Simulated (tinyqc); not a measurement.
Inside a calculation: localisation in a chain with random site energies (transfer matrices). Values are carried at full precision from step to step, so a last printed digit may differ when a step is redone from the rounded ones.

Hopping -t; leads with site energy 0, E = -2t cos(ka). psi_(j+1) = ((e_j - E)/t) psi_j - psi_(j-1), a product of matrices M_j = [[(e_j - E)/t, -1], [1, 0]]. For M = M_N ... M_1 the transmission is T = 4 sin^2(ka)/|M21 - M12 + M22 exp(ika) - M11 exp(-ika)|^2. Long samples draw e_j = W (x_j/2147483647 - 1/2) from x_j = 16807 x_(j-1) mod 2147483647, starting at x0. The localisation length xi, in sites, is defined by ln T = -2N/xi on average; weak disorder gives xi = 24 (4t^2 - E^2)/W^2, and the mean free path for backscattering is xi/2.

Values chosen for the exercise: t = 1.62 eV (hopping); E = -0.71 eV (energy); e = (-0.49, -1.4, 0.74, 1.51, -1.23, -1.98, -1.41) eV (site energies of the short sample); W = 4.08 eV (full width of the disorder); a = 4.7 angstrom (spacing).

## The product of transfer matrices

Multiply site by site and give T for each length.

Running product:
```
j  (e_j - E)/t      M11      M12      M21      M22       T
1       0.1358   0.1358  -1.0000   1.0000   0.0000  0.9765
2      -0.4259  -1.0578   0.4259   0.1358  -1.0000  0.9269
3       0.8951  -1.0826   1.3812  -1.0578   0.4259  0.7841
4       1.3704  -0.4258   1.4669  -1.0826   1.3812  0.6915
5      -0.3210   1.2193  -1.8521  -0.4258   1.4669  0.4202
6      -0.7840  -0.5301  -0.0149   1.2193  -1.8521  0.6050
7      -0.4321  -0.9902   1.8585  -0.5301  -0.0149  0.6690
```

T is 0.6690 for the whole sample and does not fall steadily (it rises at j = 6 and 7): reflected waves interfere. The determinant of M stays 1.

## The same sites added without interference

One site alone reflects R_j = e_j^2/(e_j^2 + 4t^2 - E^2); incoherent addition sums R/(1 - R), and T = 1/(1 + sum).

R_j: [0.0235, 0.1640, 0.0519, 0.1858, 0.1315, 0.2818, 0.1659]

sum of R/(1 - R) = 1.2457
T without interference = 0.4453

The coherent product gives 0.6690 for this sample.

## Weak-disorder lengths

Form ka, xi, xi a and the mean free path xi a/2.

ka = 1.3499 rad
xi = 14.41 sites

lengths (nm): localisation 6.772, mean free path 3.386

The formula needs xi well above one site.

## Checks

- T from the product against the Green function: both 0.66898.

(tinyqc, `OMP_NUM_THREADS=1 python tinyqc.py 1482560 1482561 out.jsonl`, Intel(R) Xeon(R) Processor @ 2.30GHz, 1 thread, shared host, about 0.09 s.)
